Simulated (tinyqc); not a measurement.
FCI on RHF in the sto-3g basis, for H3+, spin multiplicity 1, step by step. Computed by tinyqc, a small Python program that keeps every step (integrals from PySCF). Settings: charge = 1, multiplicity = 1, basis = sto-3g, method = RHF, energy threshold = 1e-10, iteration cap = 60, orthogonalisation = canonical, start = core, DIIS depth = 6, ci = FCI. Command: `OMP_NUM_THREADS=1 python tinyqc.py 20572 20573 out.jsonl` (the two numbers bound the seeds that draw the settings). One thread of a shared host (Intel(R) Xeon(R) Processor @ 2.60GHz), about 0.07 s of CPU time with the checks. The early iterations of the SCF are left out here.

## One-electron integrals

Geometry (angstrom):
```
atom         x         y         z
H     0.000000  0.000000  0.000000
H     0.000000  0.000000  0.756000
H     0.000000  0.655000  0.378000
```

Basis sto-3g: exponents (1/bohr^2) and contraction coefficients of normalised primitives:
```
element  l (shell)  exponent  coefficient
H            s (1)  3.425251     0.154329
H            s (1)  0.623914     0.535328
H            s (1)  0.168855     0.444635
```

Overlap, kinetic and nuclear-attraction integrals over the contracted functions; the nuclear repulsion is the sum of Za Zb / Rab.

nuclear repulsion = 2.09945297 hartree

overlap S, order 1H 1s, 2H 1s, 3H 1s:
```
[[1.000000, 0.649415, 0.649253],
 [0.649415, 1.000000, 0.649253],
 [0.649253, 0.649253, 1.000000]]
```

kinetic energy T (hartree), order 1H 1s, 2H 1s, 3H 1s:
```
[[0.760032, 0.227528, 0.227384],
 [0.227528, 0.760032, 0.227384],
 [0.227384, 0.227384, 0.760032]]
```

nuclear attraction V (hartree), order 1H 1s, 2H 1s, 3H 1s:
```
[[-2.514656, -1.608863, -1.608395],
 [-1.608863, -2.514656, -1.608395],
 [-1.608395, -1.608395, -2.514499]]
```

core Hamiltonian H = T + V (hartree), order 1H 1s, 2H 1s, 3H 1s:
```
[[-1.754624, -1.381335, -1.381010],
 [-1.381335, -1.754624, -1.381010],
 [-1.381010, -1.381010, -1.754467]]
```

## Two-electron integrals

Functions are numbered as in S; the eight-fold symmetry (ij|kl) = (ji|kl) = (kl|ij) leaves the list below.

Two-electron integrals (ij|kl) in chemists' order, unique and non-zero (hartree):
```
(11|11) 0.774606   (21|11) 0.435507   (21|21) 0.287103   (22|11) 0.563992
(22|21) 0.435507   (22|22) 0.774606   (31|11) 0.435367   (31|21) 0.267683
(31|22) 0.375901   (31|31) 0.286943   (32|11) 0.375901   (32|21) 0.267683
(32|22) 0.435367   (32|31) 0.267621   (32|32) 0.286943   (33|11) 0.563900
(33|21) 0.375956   (33|22) 0.563900   (33|31) 0.435367   (33|32) 0.435367
(33|33) 0.774606
```

## Orthogonalisation

S = U s U^T; canonical form X = U s^(-1/2), so that X^T S X = 1. Each column of U has its largest component positive (the first on a tie).

eigenvalues of S: [0.350585, 0.350800, 2.298614]

X, order 1H 1s, 2H 1s, 3H 1s:
```
[[1.194230, -0.689240, 0.380819],
 [-1.194230, -0.689240, 0.380819],
 [0.000000, 1.378594, 0.380787]]
```

## Iteration 3 (converged): orbitals

converged F (hartree), order 1H 1s, 2H 1s, 3H 1s:
```
[[-1.005433, -1.017800, -1.017624],
 [-1.017800, -1.005433, -1.017624],
 [-1.017624, -1.017624, -1.005260]]
```

Diagonalise F' = X^T F X, C = X C', fill 1 alpha and 1 beta electrons from the bottom; D = 2 C_occ C_occ^T. Each column has its largest component positive (the first on a tie).

F' = X^T F X (hartree):
```
[[0.035278, 0.000000, 0.000000],
 [0.000000, 0.034912, 0.000051],
 [0.000000, 0.000051, -1.322858]]
```

orbital energies (hartree): [-1.322858, 0.034912, 0.035278]

coefficients C, order 1H 1s, 2H 1s, 3H 1s:
```
[[0.380844, -0.689226, 1.194230],
 [0.380844, -0.689226, -1.194230],
 [0.380736, 1.378608, 0.000000]]
```

D after iteration 3, order 1H 1s, 2H 1s, 3H 1s:
```
[[0.290085, 0.290085, 0.290002],
 [0.290085, 0.290085, 0.290002],
 [0.290002, 0.290002, 0.289919]]
```

## Convergence

Stop when the energy changes by less than 1e-10 hartree and every element of the error matrix X^T (F D S - S D F) X is below 3e-06.

Course of the cycle:
```
iteration  E (hartree)     change  largest element of the error matrix
1          -1.18841874          -                             1.01e-04
2          -1.18841874  -4.29e-09                             1.41e-05
3          -1.18841874  -8.50e-11                             5.62e-11
```

PySCF RHF in the same basis = -1.18841874 hartree

Converged in 3 iterations.

## Integrals over molecular orbitals

(pq|rs) = sum C_ip C_jq C_kr C_ls (ij|kl), one index at a time.

one-electron integrals over orbitals h = C^T H C (hartree):
```
[[-1.965014, 0.000039, 0.000000],
 [0.000039, -1.065043, 0.000000],
 [0.000000, 0.000000, -1.064761]]
```

Two-electron integrals over orbitals (pq|rs), unique and non-zero (hartree):
```
(11|11) 0.642156    (21|11) -0.000039   (21|21) 0.144315    (22|11) 0.622135
(22|21) 0.084223    (22|22) 0.694693    (31|31) 0.144314    (32|31) -0.084214
(32|32) 0.067786    (33|11) 0.622176    (33|21) -0.084250   (33|22) 0.559065
(33|33) 0.694718
```

## FCI: determinants and Hamiltonian

Hartree-Fock energy = -1.18841874 hartree

Slater-Condon rules over spin orbitals, with the nuclear repulsion added and E(HF) subtracted on the diagonal.

Occupation strings over the orbitals (2 doubly, a alpha, b beta, 0 empty; spin orbitals ordered 1a 1b 2a 2b ...): 200 ab0 a0b ba0 b0a 020 0ab 0ba 002

H - E(HF) between determinants (hartree), order 200, ab0, a0b, ba0, b0a, 020, 0ab, 0ba, 002:
```
[[0.000000, 0.000000, 0.000000, 0.000000, 0.000000, 0.144315, 0.000000, 0.000000, 0.144314],
 [0.000000, 0.879950, 0.000000, -0.144315, 0.000000, 0.084262, 0.000000, 0.000000, -0.084214],
 [0.000000, 0.000000, 0.880274, 0.000000, -0.144314, 0.000000, -0.084211, 0.084214, 0.000000],
 [0.000000, -0.144315, 0.000000, 0.879950, 0.000000, -0.084262, 0.000000, 0.000000, 0.084214],
 [0.000000, 0.000000, -0.144314, 0.000000, 0.880274, 0.000000, 0.084214, -0.084211, 0.000000],
 [0.144315, 0.084262, 0.000000, -0.084262, 0.000000, 1.852479, 0.000000, 0.000000, 0.067786],
 [0.000000, 0.000000, -0.084211, 0.000000, 0.084214, 0.000000, 1.717133, -0.067786, 0.000000],
 [0.000000, 0.000000, 0.084214, 0.000000, -0.084211, 0.000000, -0.067786, 1.717133, 0.000000],
 [0.144314, -0.084214, 0.000000, 0.084214, 0.000000, 0.067786, 0.000000, 0.000000, 1.853069]]
```

## FCI: roots

Diagonalise (each vector has its largest component positive (the first on a tie)); all determinants have Ms = 0, so triplets appear too. The lowest singlet root is the correlation energy.

lowest roots of this matrix, relative to E(HF) (hartree): [-0.021449, 0.735635, 0.735960, 0.988623, 0.988949, 1.649347, 1.820557, 1.820629]

lowest vectors, order 200, ab0, a0b, ba0, b0a, 020, 0ab, 0ba, 002:
```
[[0.994523, 0.000000, 0.000000, -0.000023],
 [0.000005, 0.707107, 0.000000, 0.691795],
 [0.000000, 0.000000, 0.707107, 0.000000],
 [-0.000005, 0.707107, 0.000000, -0.691795],
 [0.000000, 0.000000, 0.707107, 0.000000],
 [-0.073918, 0.000000, 0.000000, -0.146431],
 [0.000000, 0.000000, -0.000003, 0.000000],
 [0.000000, 0.000000, -0.000003, 0.000000],
 [-0.073892, 0.000000, 0.000000, 0.146275]]
```

<S^2> of these roots: [0.000000, 2.000000, 2.000000, 0.000000, 0.000000, 2.000000, 0.000000, 0.000000]

weight of the ground state by excitation level 0, 1, 2, ...: [0.989076, 0.000000, 0.010924]
